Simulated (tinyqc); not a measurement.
## Trap density from two Hall measurements

Question. p-type body, charge-sheet picture, full ionisation (an idealisation for deep acceptors), Boltzmann statistics for free electrons. e = Ec - EF at the surface. psi = Eg - Vt ln(Nv/Na) - e; N_dep = sqrt(2 eps0 eps_r Na (psi - Vt)/q); n_f = sqrt(N_dep^2 + 2 eps0 eps_r Vt Nc exp(-e/Vt)/q) - N_dep; Vg = Vfb + psi + q (N_dep + n_t + n_f)/Cox, Cox = eps0 eox/tox. Find e and n_t at both points and the mean trap density between them.

Parameters, values chosen for the exercise; band and dielectric values close to those of 4H silicon carbide: temperature T = 300 K; band gap Eg = 3.22 eV; relative permittivity eps_r = 9.77; conduction-band density of states at T Nc = 1.67e19 cm^-3; valence-band density of states at T Nv = 2.47e19 cm^-3; relative permittivity of the insulator eox = 3.9; insulator thickness tox = 75 nm; acceptor density Na = 1.4e16 cm^-3; flat-band voltage without trapped charge Vfb = -2.61 V.

Constants: q = 1.602176634e-19 C, kB = 1.380649e-23 J/K, Vt = kB T/q, eps0 = 8.8541878128e-14 F/cm where lengths are in cm. Results are converted to the units shown.

Vg (V): 4.6034048  8.0453195
free sheet density from the Hall effect (cm^-2): 3.1038829e8  2.1927688e10

Solution. Each n_f fixes e; what the gate voltage holds beyond psi, N_dep and n_f is trapped; the difference quotient is the density, smeared over a few Vt.

e (eV): 0.2420  0.1310
n_t (cm^-2): 6.265e11  1.549e12
mean trap density = 8.313e12 cm^-2 eV^-1

Program tinyqc, `OMP_NUM_THREADS=1 python tinyqc.py 2222084 2222085 out.jsonl`; Intel Xeon 2.30GHz, shared host, one thread, about 0.02 s.
